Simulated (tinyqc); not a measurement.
Mobility and doping from two currents.

Inverse problem. A trap-free film with injecting contacts is fitted, with diffusion neglected, by J = q mu N V/Lf + (9/8) eps0 eps_r mu V^2/Lf^3. Find mu, N and the voltage at which both terms are equal.

Parameters, values chosen for the exercise: relative permittivity eps_r = 11.9; film thickness Lf = 840 nm.

Constants: q = 1.602176634e-19 C, eps0 = 8.8541878128e-14 F/cm where lengths are in cm. Results are converted to the units shown.

J at 3 and 13 V (A/cm^2): 1930.9576  16687.107

Solution. J/V is a straight line in V: the slope gives mu and the intercept mu N.

mu = 32.0 cm^2/(V s)
N = 7.40e15 cm^-3
crossover voltage = 7.06 V

Program tinyqc, `OMP_NUM_THREADS=1 python tinyqc.py 2730047 2730048 out.jsonl`; Intel Xeon 2.30GHz, shared host, one thread, about 2 s.
